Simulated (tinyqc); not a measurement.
Polar nitride quantum well with polarisation fields, step by step. Values are carried at full precision from step to step, so a last printed digit may differ when a step is redone from the rounded ones.

Growth along [0001]. e_par = (a_sub - a)/a, Ppz = 2 e_par (e31 - e33 C13/C33), P = Psp + Ppz in each layer; strain relaxation and the strain shift of the gaps are left out, although thick layers with more than about 1 % mismatch would relax.

Constants: hbar^2/2m0 = 3.80998211 eV angstrom^2; hc = 1239.841984 eV nm.

Parameters, chosen for this exercise (near those of a GaN well in AlN; not measured data): a_w = 3.189 angstrom (lattice constant a, well); a_b = 3.112 angstrom (lattice constant a, barrier); a_sub = 3.112 angstrom (in-plane lattice constant of the stack); Psp_w = -0.0345 C/m^2 (spontaneous polarisation); Psp_b = -0.0906 C/m^2 (spontaneous polarisation); e31_w = -0.354 C/m^2; e31_b = -0.556 C/m^2; e33_w = 0.698 C/m^2; e33_b = 1.548 C/m^2; C_w = 0.269 (C13/C33); C_b = 0.29 (C13/C33); Lw = 15 angstrom (well width); Lb = 110 angstrom (barrier width); eps_w = 10.1 (dielectric constant); eps_b = 10.1 (dielectric constant); Eg = 3.44 eV (gap of the well); Vc = 1.85 eV (conduction offset); Vv = 0.87 eV (valence offset); me = 0.2 m0 (electron, well); meb = 0.32 m0 (electron, barrier); mh = 1.61 m0 (hole, everywhere).

## Strain and polarisation

Give strain and polarisation of well and barrier; the bound sheet charge is |P_w - P_b|/e with e = 1.602176634e-19 C.

Layers:
```
layer       e_par  Ppz (C/m^2)  P (C/m^2)
well     -0.02415      0.02616   -0.00834
barrier   0.00000      0.00000   -0.09060
```

sheet charge = 5.134 x 1e13/cm^2

Of P_w - P_b = +0.0823 C/m^2 the piezoelectric part gives +0.0262 and the spontaneous part +0.0561.

## Built-in fields

In a periodic stack without free charge the potential drop over a period vanishes: F_w = (P_b - P_w) Lb/(eps0 (eps_w Lb + eps_b Lw)), F_b = -F_w Lw/Lb, eps0 = 8.8541878e-12 F/m; 1 MV/cm = 1e8 V/m = 0.01 V/angstrom.

Give both fields and the drop |F_w| Lw across the well.

F_w = -8.095 MV/cm
F_b = 1.104 MV/cm
drop = 1.214 eV

## Levels with and without the field

Envelope functions on cells of 0.25 angstrom over barrier, well, barrier (widths Lb, Lw, Lb), psi = 0 beyond, psi'/m continuous (mean mass between points), c = hbar^2/2m0. With u(z) the integral of e F (F_w in the well, F_b = -F_w Lw/Lb in the barriers, 1 MV/cm = 0.01 V/angstrom), zero at the centre of the well, the electron sees u plus Vc in the barriers and the hole -u plus Vv. The transition is Eg + E_e + E_h; excitons are left out.

Ground states of electron and hole, their centres, the squared overlap, the transition and its wavelength hc/E.

Results:
```
case            E_e (eV)  E_h (eV)  <z>_e  <z>_h  overlap^2  E (eV)     nm
no field          0.3523    0.0693    0.0    0.0      0.967  3.8616  321.1
built-in field    0.2551   -0.1692    2.5   -4.7      0.296  3.5259  351.6
```

The field shifts the line by -336 meV, pulls the carriers 7.2 angstrom apart and, with the rate proportional to overlap^2, lengthens the radiative lifetime by a factor 3.26.

## Estimate from two triangular wells

For a strong field: E = Eg - |e F_w| Lw + a0 (c (e F_w)^2)^(1/3) (me^(-1/3) + mh^(-1/3)), a0 = 2.338107, hard walls, c = hbar^2/2m0, 1 MV/cm = 0.01 V/angstrom.

electron term = 1.1685 eV
hole term = 0.5830 eV
E = 3.9773 eV

Both terms lie below the drop across the well, but the estimate also takes the near wall as infinitely high. Against the grid result 3.5259 eV the estimate errs by +451 meV: +306 from the electron and +145 from the hole, since hard walls stand in for offsets of 1.85 and 0.87 eV into which the carriers leak.

## Checks

- Electron level without field against the matching condition of the square well, eV: 0.352 against 0.353.

Computed by tinyqc, a small Python program: `OMP_NUM_THREADS=1 python tinyqc.py 1280625 1280626 out.jsonl` (the numbers bound the seed that draws the inputs); one thread of a shared host (Intel(R) Xeon(R) Processor @ 2.30GHz), about 0.05 s for the whole set of steps.
